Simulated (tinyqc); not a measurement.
Metal gate on a two-layer dielectric stack with fixed charge and a dipole: two steps of the calculation.

Gate, layer 2, layer 1, p-type semiconductor; x runs from the gate inwards. Charges are counted in units of +q. psi is the band bending at the surface, positive towards inversion. Classical charge, Boltzmann statistics, no interface traps.

Values chosen for this exercise; band and dielectric values close to those of silicon, layer 1 close to silicon dioxide, layer 2 close to aluminium oxide:
```
symbol,value,unit,meaning
T,300,K,temperature
Eg,1.1,eV,band gap
eps_r,11.8,,relative permittivity
Nc,2.76e19,cm^-3,conduction-band density of states at T
Nv,2.64e19,cm^-3,valence-band density of states at T
chi,4.03,eV,electron affinity
Na,5.6e17,cm^-3,acceptor density
pM,4.35,eV,work function of the gate metal
t1,0.5,nm,"thickness of layer 1, next to the semiconductor"
e1,4.04,,relative permittivity of layer 1
t2,2.8,nm,"thickness of layer 2, next to the gate"
e2,9.19,,relative permittivity of layer 2
```

Constants: q = 1.602176634e-19 C, kB = 1.380649e-23 J/K, Vt = kB T/q, eps0 = 8.8541878128e-14 F/cm where lengths are in cm. Results are converted to the units shown.

Problem 1. Equivalent thickness and work-function difference. EOT = 3.9 (t1/e1 + t2/e2), Cox = eps0/(t1/e1 + t2/e2); phi_ms = pM - (chi + Eg - Vt ln(Nv/Na)).

Give: EOT; Cox; share of layer 1 in the EOT; phi_ms.

Solution 1.

EOT = 1.6709 nm
Cox = 2.0666 uF/cm^2
share of layer 1 in the EOT = 28.887 %
phi_ms = -0.68039 V

Problem 2. Threshold voltage. ni = sqrt(Nc Nv) exp(-Eg/(2 Vt)), Eg in volts, pB = Vt ln(Na/ni), Vth = Vfb + 2 pB + sqrt(4 q eps0 eps_r Na pB)/Cox.

Vfb = -0.23025079 V
Cox = 2.0666043 uF/cm^2

Give: ni; pB; depletion charge; Vth.

Solution 2.

ni = 1.555e10 cm^-3
pB = 0.4498 V
depletion charge = 0.4107 uC/cm^2
Vth = 0.8681 V

Program tinyqc, `OMP_NUM_THREADS=1 python tinyqc.py 2010162 2010163 out.jsonl`; Intel Xeon 2.30GHz, shared host, one thread, about 0.01 s.
